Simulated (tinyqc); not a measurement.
Worked calculation: sheet resistance and Hall data of a diffused or implanted layer. Computed by tinyqc, a small Python program that keeps every step. Command: `OMP_NUM_THREADS=1 python tinyqc.py 3014809 3014810 out.jsonl layer walk`. One thread of a shared host (Intel(R) Xeon(R) Processor @ 2.30GHz), about 0.01 s of CPU time with the checks. Intermediate numbers are printed to about 7 digits and carried at full precision; extremes and crossings named in words are read from the listed rows.

Carriers are taken equal to the net active doping down to the junction (full ionisation, which deep dopants in wide-gap hosts do not reach; no spill-over, no depletion), and the Hall factor is 1.

Inputs (values chosen for the exercise, modelled on arsenic in silicon):

| quantity | value | unit |
|---|---|---|
| mu_min | 52.9 | cm^2/(V s) |
| mu_max | 1450 | cm^2/(V s) |
| N_ref | 9e+16 | 1/cm^3 |
| exponent alpha | 0.7 | - |
| peak concentration N_0 | 2.1e+19 | 1/cm^3 |
| length scale l | 1000 | nm |
| background doping N_B (opposite type) | 5.5e+14 | 1/cm^3 |
| probe current I | 0.5 | mA |
| magnetic field B | 0.3 | T |

Profile: Gaussian at the surface. Activation: complete.

Constants: e = 1.602176634e-19 C.

## Dose and junction depth

N(x) = N_0 exp(-x^2/l^2), dose N_0 l sqrt(pi)/2, junction x_j = l sqrt(ln(N_0/N_B)).

dose = 1.861077e+15 1/cm^2

junction depth x_j = 3248.094 nm

## Profile

Mobility mu = mu_min + (mu_max - mu_min)/(1 + (N_t/N_ref)^alpha), N_t = active doping + N_B; carriers n = active doping - N_B, all dopants active. sigma = e n mu.

Depth, doping, carriers, mobility and conductivity at 2, 10, 20, 35, 50, 65, 80, 90 and 98 % of the layer:

| x (nm) | N (1/cm^3) | n (1/cm^3) | mu (cm^2/(V s)) | sigma (S/cm) |
|---|---|---|---|---|
| 64.962 | 2.091157e+19 | 2.091102e+19 | 83.061 | 2.782792e+02 |
| 324.809 | 1.889734e+19 | 1.889679e+19 | 85.225 | 2.580278e+02 |
| 649.619 | 1.377035e+19 | 1.376980e+19 | 93.012 | 2.051994e+02 |
| 1136.833 | 5.766893e+18 | 5.766343e+18 | 124.931 | 1.154201e+02 |
| 1624.047 | 1.502295e+18 | 1.501745e+18 | 223.782 | 5.384340e+01 |
| 2111.261 | 2.434360e+17 | 2.428860e+17 | 517.060 | 2.012121e+01 |
| 2598.475 | 2.453754e+16 | 2.398754e+16 | 1044.502 | 4.014260e+00 |
| 2923.285 | 4.082399e+15 | 3.532399e+15 | 1294.390 | 7.325635e-01 |
| 3183.132 | 8.352264e+14 | 2.852264e+14 | 1378.625 | 6.300081e-02 |

The mobility varies by a factor 16.6 across these points and the conductivity by 4420.

## Sheet values

Integrals from x_0 (0 unless stated) to x_j by the midpoint rule on 400 even intervals: 1/R_s = e int n mu dx; sheet density n_s = int n dx; Hall sheet density (int n mu dx)^2/int n mu^2 dx; Hall mobility int n mu^2 dx/int n mu dx. Mean conductivity 1/(R_s x_j); mean mobility 1/(e n_s R_s).

sheet resistance R_s = 32.82206 ohm

sheet density n_s = 1.860890e+15 1/cm^2

mean mobility = 102.1888 cm^2/(V s)

Hall sheet density = 1.497525e+15 1/cm^2

Hall mobility = 126.9842 cm^2/(V s)

mean conductivity 1/(R_s x_j) = 93.80060 S/cm

Carriers amount to 100.0 % of the dose. A Hall measurement weights the mobile tail and reports 80.5 % of n_s.

## What the probes read

Collinear four-point probe on a large thin layer: V = I R_s ln(2)/pi. Van der Pauw on a symmetric sample: R = R_s ln(2)/pi as well. Hall voltage V_H = I B/(e x Hall sheet density); tangent of the Hall angle V_H/(I R_s).

four-point voltage = 3.620857 mV

Hall voltage = 0.06251826 mV

tangent of the Hall angle = 0.003809527

## Shortcuts against the integral

Shortcuts: R_s = 1/(e Q mu) with the dose Q and the mobility at the (active) peak concentration; 1/(e n_s mu) with mu at N_t = n_s/x_j + N_B; 1/(e Q mu_max).

Sheet resistances:

| method | R_s (ohm) | deviation (%) |
|---|---|---|
| integral | 32.82206 | 0.00000 |
| dose, mobility at the peak | 40.41900 | 23.14583 |
| n_s, mobility at the mean concentration | 26.77977 | -18.40923 |
| dose, mu_max | 2.31290 | -92.95321 |

The closest shortcut is «n_s, mobility at the mean concentration» (-18.4 %). The peak mobility is the lowest in the layer, so with full activation it overestimates R_s.

## Stripping the layer step by step

After removing a depth d the integrals start at d. Differences between neighbouring rows give the local conductivity -d(1/R_s)/dx at the middle of the slice (the last slice uses one more step, not listed).

Differential sheet resistance:

| removed d (nm) | R_s (ohm) | slice conductivity (S/cm) | sigma at mid-slice (S/cm) |
|---|---|---|---|
| 0 | 32.822 | 272.1920 | 273.8513 |
| 320 | 45.962 | 234.5530 | 235.4236 |
| 640 | 70.168 | 176.4154 | 176.3452 |
| 960 | 116.196 | 118.7492 | 118.1669 |
| 1280 | 208.064 | 73.7103 | 73.1045 |
| 1600 | 408.584 | 42.6701 | 42.2454 |
| 1920 | 924.183 | 22.0094 | 21.7055 |
| 2240 | 2647.340 | 8.9519 | 8.6672 |

R_s doubles after removing between 320 and 640 nm of a layer 3250 nm deep, so half the current flows above that depth. Where sigma exceeds a tenth of its largest listed value, the slice values agree with it within 2 %.

Checks made by the program: conductance integral against adaptive quadrature (relative difference 7e-09).
